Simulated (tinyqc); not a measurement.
Strain, valley repopulation and piezoresistance in a many-valley conduction band: one step, computed by the program tinyqc. Command: `OMP_NUM_THREADS=1 python tinyqc.py 3002608 3002609 out.jsonl valleys walk`. One thread of a shared host (Intel(R) Xeon(R) Processor @ 2.30GHz), about 0.03 s of CPU time with the checks.

Valleys are ellipsoids with mass m_l along the axis a and m_t across it, parabolic, with one constant relaxation time; strain shifts the valleys and leaves the masses alone. Currents are taken along [100], in the plane, and along [001], across the plane.

Problem. Mobility tensor and resistance change. Mobility tensor mu = e tau sum_v (n_v/n) [1/m_t + (1/m_l - 1/m_t) a a^T]; unstrained mu_0 = e tau (1/m_l + 2/m_t)/3; resistivity along d from the inverse tensor, rho_d = d.mu^-1.d/(n e), mobility along d = 1/(d.mu^-1.d); gauge pi_d = (rho_d/rho_0 - 1)/X.

Inputs (values chosen for the exercise, for a model crystal): longitudinal mass m_l = 0.895 m_0; transverse mass m_t = 0.242 m_0; relaxation time tau = 330 fs; temperature T = 300 K.

Valley axes: <100> (6 valleys in 3 pairs). Load: biaxial in the (001) plane.

share of the electrons (per pair): x 0.4991428, y 0.4991428, z 0.0017145

Constants: e = 1.602176634e-19 C; m_0 = 9.1093837015e-31 kg.

Give: mobility tensor; unstrained mobility mu_0; mobility along the first direction; mobility along the second direction; resistance change along the first direction; resistance change along the second direction.

Solution.

mobility tensor (cm^2/(V s)), rows x, y, z:
```
[[1525, 0, 0],
 [0, 1525, 0],
 [0, 0, 2395]]
```

unstrained mobility mu_0 = 1815 cm^2/(V s)

mobility along the first direction = 1525 cm^2/(V s)

mobility along the second direction = 2395 cm^2/(V s)

resistance change along the first direction = 19.03 %

resistance change along the second direction = -24.23 %

The mobility lies between e tau/m_l = 649 and e tau/m_t = 2400; the trace stays at 3 mu_0. Along the first direction the filled valleys present more of their heavy mass. Caution: strain near 1 % also warps the bands and changes masses and intervalley scattering, which this model leaves out.
